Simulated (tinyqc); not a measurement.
# Electron mobility in a silicon inversion layer, empirical terms and Matthiessen rule: several studies

Inversion layer of sheet density Ns on a uniformly doped body. The mobility terms are empirical power laws with prefactors chosen for the exercise; adding their inverses (Matthiessen) is itself an approximation.

Inputs (values chosen for the exercise); material values close to those of silicon:
- T = 300 K (temperature)
- Eg = 1.13 eV (band gap)
- eps_r = 11.9 (relative permittivity of the semiconductor)
- Nc = 2.84e19 cm^-3 (conduction-band density of states at T)
- Nv = 2.68e19 cm^-3 (valence-band density of states at T)
- Nb = 1.4e17 cm^-3 (body doping)
- Vsb = 0.6 V (reverse body bias)
- eta = 0.5 (weight of the inversion charge in the effective field)
- Ap = 470 cm^2/(V s) (phonon-limited mobility at 1 MV/cm and 300 K)
- As = 684 cm^2/(V s) (roughness-limited mobility at 1 MV/cm)
- gs = 2 (exponent of the roughness term)
- Ac = 2500 cm^2/(V s) (Coulomb prefactor)
- Nit = 2.5e11 cm^-2 (charge at the interface)
- Ns = 1.7e12 cm^-2 (inversion density)

Constants: q = 1.602176634e-19 C, kB = 1.380649e-23 J/K, Vt = kB T/q, eps0 = 8.8541878128e-14 F/cm where lengths are in cm. Results are converted to the units shown.

Each table varies one quantity; the others keep the values above.

## Effect of the charge at the interface

ni = sqrt(Nc Nv) exp(-Eg/(2 Vt)), Eg in volts; Ndep = sqrt(2 eps0 eps_r Nb (2 Vt ln(Nb/ni) + Vsb)/q); E = q (Ndep + eta Ns)/(eps0 eps_r), in MV/cm. With t = T/(300 K): muC = Ac (Ns/1e12 cm^-2) t/(Nb/1e17 cm^-3 + Nit/1e11 cm^-2), muP = Ap E^(-1/3) t^(-1.75), muS = As E^(-gs); 1/mu is the sum of the inverses.

The same in every row: E (MV/cm) = 0.3783; muP (cm^2/(V s)) = 649.9; muS (cm^2/(V s)) = 4779.

Effect of the charge at the interface:

| Nit (cm^-2) | muC (cm^2/(V s)) | mu (cm^2/(V s)) |
|---|---|---|
| 1e10 | 2833 | 476.0 |
| 3.2e10 | 2471 | 464.5 |
| 1e11 | 1771 | 432.4 |
| 3.2e11 | 923.9 | 353.3 |
| 1e12 | 372.8 | 225.7 |
| 3.2e12 | 127.2 | 104.1 |
| 1e13 | 41.91 | 39.05 |

As Nit goes from 1e10 to 1e13 cm^-2, E stays at 0.378 MV/cm and mu falls from 476 to 39.1 cm^2/(V s). The smallest term is the phonon one in the first row and the Coulomb one in the last.

## Effect of the reverse body bias

Same model as above.

The same in every row: muC (cm^2/(V s)) = 1090.

Effect of the reverse body bias:

| Vsb (V) | E (MV/cm) | muP (cm^2/(V s)) | muS (cm^2/(V s)) | mu (cm^2/(V s)) |
|---|---|---|---|---|
| 0 | 0.3203 | 687.0 | 6669 | 396.3 |
| 0.4 | 0.3606 | 660.3 | 5261 | 381.4 |
| 0.8 | 0.3948 | 640.7 | 4387 | 369.5 |
| 1.2 | 0.4252 | 625.0 | 3784 | 359.5 |
| 1.6 | 0.4527 | 612.1 | 3338 | 350.8 |
| 2 | 0.4780 | 601.1 | 2993 | 343.0 |
| 2.4 | 0.5016 | 591.5 | 2718 | 336.0 |

What does the table show?

As Vsb goes from 0 to 2.4 V, E rises from 0.320 to 0.502 MV/cm and mu falls from 396 to 336 cm^2/(V s). The phonon term is the smallest in the first and the last row.

## Effect of the inversion density

Same model as above.

Effect of the inversion density:

| Ns (cm^-2) | E (MV/cm) | muC (cm^2/(V s)) | muP (cm^2/(V s)) | muS (cm^2/(V s)) | mu (cm^2/(V s)) |
|---|---|---|---|---|---|
| 2e11 | 0.26426 | 128.21 | 732.41 | 9794.9 | 107.90 |
| 3.6e11 | 0.27642 | 230.77 | 721.51 | 8951.8 | 171.50 |
| 6.3e11 | 0.29695 | 403.85 | 704.48 | 7756.9 | 248.47 |
| 1.1e12 | 0.33268 | 705.13 | 678.30 | 6180.0 | 327.41 |
| 2e12 | 0.40111 | 1282.1 | 637.30 | 4251.3 | 386.95 |
| 3.6e12 | 0.52276 | 2307.7 | 583.44 | 2503.0 | 392.64 |
| 6.3e12 | 0.72804 | 4038.5 | 522.45 | 1290.5 | 340.53 |
| 1.1e13 | 1.0854 | 7051.3 | 457.34 | 580.62 | 246.87 |
| 2e13 | 1.7697 | 12821 | 388.57 | 218.41 | 138.31 |

As Ns goes from 2e11 to 2e13 cm^-2, E rises from 0.264 to 1.77 MV/cm and mu goes from 108 through a maximum of 393 (at Ns = 3.6e12 cm^-2 among the rows listed) to 138 cm^2/(V s). The smallest term is the Coulomb one in the first row and the roughness one in the last. Screening lifts the Coulomb term as Ns grows while the field presses the carriers to the interface, hence the maximum. At Ns = 2e13 cm^-2 E passes 1.5 MV/cm, beyond the usual range of such laws.

tinyqc, about 0.01 s, one thread, Intel Xeon 2.30GHz (shared host): `OMP_NUM_THREADS=1 python tinyqc.py 2510005 2510006 out.jsonl`
